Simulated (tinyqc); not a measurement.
Inside a calculation. Model: p-n heterojunction, non-linear Poisson equation by Newton steps, Fermi-Dirac statistics.

Program tinyqc, `OMP_NUM_THREADS=1 python tinyqc.py 2040134 2040135 out.jsonl`; Intel Xeon 2.30GHz, shared host, one thread, about 0.2 s. Printed values are rounded.

One dimension, material 1 (p-type) at x < 0 and material 2 (n-type) at x > 0. Band edges: Ec = -psi in material 1 and -psi + dEc in material 2, Ev = Ec - Eg. Flat quasi-Fermi levels: 0 for holes, +V for electrons. n = Nc F((EFn - Ec)/Vt), p = Nv F((Ev - EFp)/Vt), with F(eta) = F_1/2(eta) = (2/sqrt(pi)) int_0^infinity sqrt(u) du/(1 + exp(u - eta)) (Fermi-Dirac statistics); full ionisation, no interface charge, classical densities; the doping types are chosen for the exercise.

Values chosen for this exercise; band and dielectric values those of a made-up pair:
- T = 250 K (temperature)
- Eg1 = 1.22 eV (band gap of material 1)
- er1 = 11.5 (relative permittivity of material 1)
- Nc1 = 3.7e17 cm^-3 (conduction-band density of states of material 1)
- Nv1 = 6.41e18 cm^-3 (valence-band density of states of material 1)
- Eg2 = 0.69 eV (band gap of material 2)
- er2 = 15.2 (relative permittivity of material 2)
- Nc2 = 7.91e18 cm^-3 (conduction-band density of states of material 2)
- Nv2 = 4.94e18 cm^-3 (valence-band density of states of material 2)
- dEc = -0.29 eV (conduction-band offset Ec2 - Ec1)
- N1 = 1.9e18 cm^-3 (acceptor density of material 1)
- N2 = 3e18 cm^-3 (donor density of material 2)
- V = 0 V (bias of side 1 against side 2)

Constants: q = 1.602176634e-19 C, kB = 1.380649e-23 J/K, Vt = kB T/q, eps0 = 8.8541878128e-14 F/cm where lengths are in cm. Results are converted to the units shown.

## Offsets and end potentials

dEv = Ev1 - Ev2 = Eg2 - Eg1 - dEc. Neutrality of the majority carriers far from the junction: Nv1 F((-psi_L - Eg1)/Vt) = N1 and Nc2 F((V + psi_R - dEc)/Vt) = N2. Total bending psi_R - psi_L.

dEv = -0.24 eV
psi_L = -1.19605 V
psi_R = -0.308013 V
psi_R - psi_L = 0.888039 V

The alignment is straddling (type I): dEc and dEv have the same sign.

## Permittivity of the intervals

x, node 0 to 10 (nm): [-48.6, -29, -16, -7.47, -1.85, 1.85, 6.35, 11.8, 18.5, 26.6, 36.5]

er1 or er2; the interface lies midway in its interval, which gets the series value 2 er1 er2/(er1 + er2).

eps_r, interval 0 to 9: [11.5, 11.5, 11.5, 11.5, 13.0936, 15.2, 15.2, 15.2, 15.2, 15.2]

## Couplings between neighbouring nodes

a_i = eps0 eps_r/h_i for the interval from node i to i + 1, with h_i = x_(i+1) - x_i in cm.

coupling a_i, interval 0 to 9 (F/cm^2): [5.19506e-7, 7.83255e-7, 1.19371e-6, 1.81180e-6, 3.13334e-6, 2.99075e-6, 2.46942e-6, 2.00871e-6, 1.66153e-6, 1.35943e-6]

## Starting potential

material, node 0 to 10: [1, 1, 1, 1, 1, 2, 2, 2, 2, 2, 2]

A straight line in x from psi_L to psi_R.

psi at the start, node 0 to 10 (V): [-1.19605, -0.99152, -0.85586, -0.76685, -0.70820, -0.66959, -0.62264, -0.56576, -0.49585, -0.41132, -0.30801]

## Iteration 1: densities, residual and Jacobian diagonal

n_i = Nc F(a_n), a_n = (V - Ec_i)/Vt; p_i = Nv F(a_p), a_p = (Ec_i - Eg)/Vt; rho_i = p_i - n_i + C_i with C = -N1 or +N2; g_i = (Nc F'(a_n) + Nv F'(a_p))/Vt with F' = F_-1/2(eta) = (1/sqrt(pi)) int_0^infinity u^(-1/2) du/(1 + exp(u - eta)). Box widths w_i = (h_(i-1) + h_i)/2 in cm. Residual F_i = a_i (psi_(i+1) - psi_i) - a_(i-1) (psi_i - psi_(i-1)) + q rho_i w_i; Jacobian: a_(i-1) and a_i beside the diagonal, b_i = -a_(i-1) - a_i - q g_i w_i on it. The two end nodes are fixed.

```
node   n (cm^-3)   p (cm^-3)
0     2.86327e-7      1.9e18
1     0.00380206  1.58825e14
2        2.06426  2.92534e11
3        128.582   4.69637e9
4        1956.28   3.08682e8
5     1.76157e11  2.73033e12
6     1.55791e12  3.08726e11
7     2.18289e13  2.20335e10
8     5.60361e14   8.58296e8
9     2.83065e16   1.69699e7
10          3e18   1.40302e5
```

```
node  residual F (C/cm^2)  diagonal b (F/cm^2)
1             -4.96153e-7          -1.30469e-6
2             -3.27701e-7          -1.97696e-6
3             -2.15373e-7          -3.00551e-6
4             -1.27132e-7          -4.94514e-6
5              2.16530e-7          -6.12409e-6
6              2.39125e-7          -5.46018e-6
7              2.91995e-7          -4.47823e-6
8              3.55617e-7          -3.67332e-6
9              4.28506e-7          -3.21018e-6
```

## Iteration 1: Newton step

Solve the tridiagonal system a_(i-1) d_(i-1) + b_i d_i + a_i d_(i+1) = -F_i for nodes 1 to 9, with d = 0 on fixed nodes. Each component d is damped to sign(d) Vt ln(1 + |d|/Vt) before it is added.

Newton step d, before damping, node 1 to 9 (V): [-0.749682, -0.615314, -0.252625, 0.105206, 0.352689, 0.539573, 0.669078, 0.682954, 0.486967]
psi after iteration 1, node 0 to 10 (V): [-1.19605, -1.06860, -0.92882, -0.82165, -0.67003, -0.60809, -0.55241, -0.49106, -0.42072, -0.34321, -0.30801]

## Iteration 2: densities, residual and Jacobian diagonal

As before.

```
node   n (cm^-3)   p (cm^-3)
0     2.86327e-7      1.9e18
1     1.06206e-4  5.68402e15
2      0.0698290  8.64781e12
3        10.1036  5.97677e10
4        11509.7   5.24662e7
5     3.06005e12  1.57176e11
6     4.05772e13  1.18531e10
7     6.99754e14   6.87316e8
8     1.83100e16   2.62465e7
9     6.49863e17   7.18941e5
10          3e18   1.40302e5
```

```
node  residual F (C/cm^2)  diagonal b (F/cm^2)
1             -4.51436e-7          -1.37164e-6
2             -3.09256e-7          -1.97703e-6
3             -6.85906e-8          -3.00551e-6
4             -2.22505e-7          -4.94514e-6
5              1.69544e-7          -6.12410e-6
6              2.24071e-7          -5.46032e-6
7              2.81742e-7          -4.48130e-6
8              3.40982e-7          -3.77092e-6
9              2.57962e-7          -7.24818e-6
```

## Iteration 2: Newton step

As before.

Newton step d, before damping, node 1 to 9 (V): [-0.700658, -0.650640, -0.358785, -0.128639, 0.075451, 0.232583, 0.332162, 0.314843, 0.107763]
psi after iteration 2, node 0 to 10 (V): [-1.19605, -1.14427, -1.00294, -0.88350, -0.71186, -0.57568, -0.49924, -0.43077, -0.36151, -0.30461, -0.30801]

## Course of the Newton iteration

Stop when the largest undamped |d| is below 1e-9 V, or after 80 iterations.

Course of the iteration:
```
iteration  largest |F| (C/cm^2)  largest |d| (V)  at node
1                       4.96e-7            0.750        1
2                       4.51e-7            0.701        1
3                       3.63e-7            0.293        2
4                       2.68e-7            0.184        2
5                       2.11e-7            0.115        2
6                       1.26e-7           0.0296        2
7                       2.45e-8          6.96e-3        3
8                       1.73e-9          9.88e-4        3
9                      4.83e-11          2.19e-5        3
10                     2.61e-14          1.12e-8        3
11                      < 1e-19          < 1e-13        3
```

Converged in 11 iterations. Once the step is below 0.1 Vt, 3 more iteration(s) reach the threshold: near the solution the error is roughly squared each time.

## Band edges, densities and displacement

converged psi, node 0 to 10 (V): [-1.19605, -1.19512, -1.17025, -0.96835, -0.71646, -0.52554, -0.39140, -0.32348, -0.30977, -0.30815, -0.30801]

Ec, Ev, n and p as defined; D = a_k (psi_(k+1) - psi_k) on the interval that holds the interface.

```
node  Ec (eV)    Ev (eV)   n (cm^-3)   p (cm^-3)
0     1.19605  -0.023948  2.86327e-7      1.9e18
1     1.19512  -0.024875  2.98915e-7  1.82725e18
2     1.17025  -0.049746  9.48255e-7  6.15589e17
3     0.96835  -0.251645   0.0111437  5.41888e13
4     0.71646  -0.503536     1333.26   4.52927e8
5     0.23554  -0.454460  1.41222e14   3.40574e9
6     0.10140  -0.588598  7.12237e16   6.73145e6
7     0.03348  -0.656519  1.55968e18   2.87665e5
8     0.01977  -0.670227  2.79043e18   1.52245e5
9     0.01815  -0.671846  2.98268e18   1.41225e5
10    0.01801  -0.671987        3e18   1.40302e5
```

D = 598.231 nC/cm^2

## Check against the first integral

Exact first integral: on each side D^2/(2 eps0 er) = G, G = q [Vt (nI_j - nI_b) + Vt (pI_j - pI_b) - C (psi_j - psi_b)], with C = -N1 or +N2, b the neutral end of that side, and nI, pI the densities with F_1/2 replaced by F_3/2(eta) = (4/(3 sqrt(pi))) int_0^infinity u^(3/2) du/(1 + exp(u - eta)). D is continuous, so er1 G1(psi_j) = er2 G2(psi_j) fixes psi_j. Ends from Nv1 F((-psi_L - Eg1)/Vt) = N1 and Nc2 F((V + psi_R - dEc)/Vt) = N2. D is counted positive when psi rises towards material 2.

psi_j = -0.603879 V
D = 594.182 nC/cm^2
psi_j - psi_L = 0.592172 V
psi_R - psi_j = 0.295866 V
Ec1 - EFn at the interface = 0.603879 eV
Ec2 - EFn at the interface = 0.313879 eV

Material 1 takes 66.7 % of the bending. The 11-node mesh gave D = 598.2 nC/cm^2, 0.68 % above the exact value in size.
